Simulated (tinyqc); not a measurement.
## Zener tunnelling in a reverse-biased junction, two-band WKB: effect of temperature

Abrupt p-n junction, depletion approximation. Energies E are counted from the conduction-band edge of the neutral n side; its Fermi level lies at dn, that of the p side at dn - V, and the valence-band edge of the neutral p side at Em = dn + dp - V. Tunnelling needs 0 < E < Em. Two-band dispersion with equal masses m: inside the gap kappa = sqrt(m u (1 - u/Eg)/C), u the distance from a band edge, C = hbar^2/(2 m0).

Nc and Nv are given at 200 K and scale as (T/200 K)^1.5; Eg, m and eps_r are held. Nd = Nc F12(dn/Vt), Na = Nv F12(dp/Vt), F12(x) = (2/sqrt(pi)) int_0^infinity sqrt(u)/(1 + exp(u - x)) du; dn = EF - Ec on the n side, dp = Ev - EF on the p side (negative outside the bands); Vbi = Eg + dn + dp. W = sqrt(2 eps0 eps_r (Vbi - V)(1/Na + 1/Nd)/q), mean field F = (Vbi - V)/W, peak field 2 F. In a uniform field F the exponent is S = pi sqrt(m/C) Eg^1.5/(4 F). Transverse energy Et = C kt^2/m raises it to S (1 + 4 Et/Eg), so T = exp(-S) exp(-Et/Eb) with Eb = Eg/(4 S). KJ = (2 q^2/h) m/(4 pi C) (times 1e14 for A/cm^2 per eV^2). J = KJ exp(-S) Eb times the integral from 0 to Em of [f(E - dn) - f(E - dn + V)] [1 - exp(-min(E, Em - E)/Eb)] dE, f(x) = 1/(1 + exp(x/Vt)), with S and Eb from the mean field; J > 0 flows from p to n.

Values chosen for this exercise; band and dielectric values those of a made-up semiconductor: band gap Eg = 1.72 eV; relative permittivity eps_r = 14.4; conduction-band density of states at 200 K Nc = 2.11e17 cm^-3; valence-band density of states at 200 K Nv = 4.96e18 cm^-3; band-edge mass of the two-band model m = 0.089 m0; acceptor density Na = 2.2e18 cm^-3; donor density Nd = 4.2e18 cm^-3; bias of the p side V = -1.6 V.

Constants: q = 1.602176634e-19 C, kB = 1.380649e-23 J/K, hbar = 1.054571817e-34 J s, h = 6.62607015e-34 J s, m0 = 9.1093837015e-31 kg, Vt = kB T/q, eps0 = 8.8541878128e-14 F/cm where lengths are in cm, hbar^2/(2 m0) = 0.0380998212 eV nm^2. Results are converted to the units shown.

Result of one run:
```
T (K),Vbi (V),mean field (MV/cm),S,J (A/cm^2)
400,1.804,0.5557,48.73,-1.332e-14
```

What becomes of these results when the temperature T is changed from 400 to 100 K, all else the same?

Result of the changed run:
```
T (K),Vbi (V),mean field (MV/cm),S,J (A/cm^2)
100,1.878,0.5617,48.21,-2.372e-14
```

The whole series:
```
T (K),Vbi (V),mean field (MV/cm),S,J (A/cm^2)
50,1.884,0.5621,48.17,-2.468e-14
100,1.878,0.5617,48.21,-2.372e-14
150,1.870,0.5611,48.26,-2.230e-14
200,1.860,0.5602,48.33,-2.062e-14
300,1.835,0.5582,48.51,-1.694e-14
400,1.804,0.5557,48.73,-1.332e-14
```

Vbi falls from 1.88 to 1.80 V, S rises from 48.2 to 48.7, and |J| falls from 2.47e-14 to 1.33e-14 A/cm^2, a spread of a factor 1.85. That is small against a thermally activated current. The shrinking of the gap with temperature, left out here, would raise J.

Range of the model: Parabolic densities of states, no band tails and no gap narrowing, all of which matter at such doping.

Program tinyqc, `OMP_NUM_THREADS=1 python tinyqc.py 2620080 2620081 out.jsonl`; Intel Xeon 2.30GHz, shared host, one thread, about 0.01 s.
